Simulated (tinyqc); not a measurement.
# Electron continuity equation in a given potential, Scharfetter-Gummel discretisation, step by step

Program tinyqc, `OMP_NUM_THREADS=1 python tinyqc.py 2220018 2220019 out.jsonl`; Intel Xeon 2.30GHz, shared host, one thread, about 0.01 s. Printed values are rounded.

Steady state in one dimension: J = q mu n E + q D dn/dx with E = -dpsi/dx and D = mu Vt, dJ/dx = 0, fixed densities nL and nR at the ends. The potential is given, psi = U x/L, and is not changed by the electrons.

Inputs (values chosen for the exercise); mobility close to that of silicon at room temperature:
```
symbol   value        unit                               meaning
T          400           K                           temperature
mu        1340  cm^2/(V s)                     electron mobility
L          7.6          um                  length of the region
nL      2.1e13       cm^-3                      density at x = 0
nR      1.9e12       cm^-3                      density at x = L
U         -1.1           V  potential difference psi(L) - psi(0)
```

Constants: q = 1.602176634e-19 C, kB = 1.380649e-23 J/K, Vt = kB T/q. Results are converted to the units shown.

## Potential on the mesh

12 equal intervals, h = L/12; psi = U x/L.

```
node,psi (V)
0,0.00000
1,-0.09167
2,-0.18333
3,-0.27500
4,-0.36667
5,-0.45833
6,-0.55000
7,-0.64167
8,-0.73333
9,-0.82500
10,-0.91667
11,-1.00833
12,-1.10000
```

## Bernoulli factors

d_i = (psi_(i+1) - psi_i)/Vt; B(d) = d/(exp(d) - 1), B(0) = 1. The flux on interval i is J_i = (q D/h) [n_(i+1) B(d_i) - n_i B(-d_i)].

```
interval,d_i,B(d_i),B(-d_i)
0,-2.65937,2.85951,0.200144
1,-2.65937,2.85951,0.200144
2,-2.65937,2.85951,0.200144
3,-2.65937,2.85951,0.200144
4,-2.65937,2.85951,0.200144
5,-2.65937,2.85951,0.200144
6,-2.65937,2.85951,0.200144
7,-2.65937,2.85951,0.200144
8,-2.65937,2.85951,0.200144
9,-2.65937,2.85951,0.200144
10,-2.65937,2.85951,0.200144
11,-2.65937,2.85951,0.200144
```

The largest |d_i| is 2.66, above 2, where central differences lose the sign pattern that keeps densities positive.

## Tridiagonal system for the inner nodes

Row i (1 to 11): B(-d_(i-1)) n_(i-1) + b_i n_i + B(d_i) n_(i+1) = f_i with b_i = -B(-d_i) - B(d_(i-1)) and f_i = 0; the known end values are moved to the right: f_1 loses B(-d_0) nL and f_11 loses B(d_11) nR. h = L/12, D = mu Vt.

```
node,diagonal b,right side f (cm^-3)
1,-3.05966,-4.20303e12
2,-3.05966,0
3,-3.05966,0
4,-3.05966,0
5,-3.05966,0
6,-3.05966,0
7,-3.05966,0
8,-3.05966,0
9,-3.05966,0
10,-3.05966,0
11,-3.05966,-5.43307e12
```

## Densities and current

B(d_i) and B(-d_i) are the Bernoulli factors of the potential steps, b and f the diagonal and right side. Solve B(-d_(i-1)) n_(i-1) + b_i n_i + B(d_i) n_(i+1) = f_i (end values already in f), then J_i = (q D/h) [n_(i+1) B(d_i) - n_i B(-d_i)], h = L/12, D = mu Vt.

```
node,n (cm^-3)
0,2.1e13
1,3.23685e12
2,1.99357e12
3,1.90655e12
4,1.90046e12
5,1.90003e12
6,1.90000e12
7,1.90000e12
8,1.90000e12
9,1.90000e12
10,1.90000e12
11,1.9e12
12,1.9e12
```

```
interval,J (A/cm^2)
0,0.590402
1,0.590402
2,0.590402
3,0.590402
4,0.590402
5,0.590402
6,0.590402
7,0.590402
8,0.590402
9,0.590402
10,0.590402
11,0.590402
```

Without sources J is the same on every interval. A mesh 200 times finer gives the same densities: for a potential that is linear on each interval and no sources the scheme is exact.
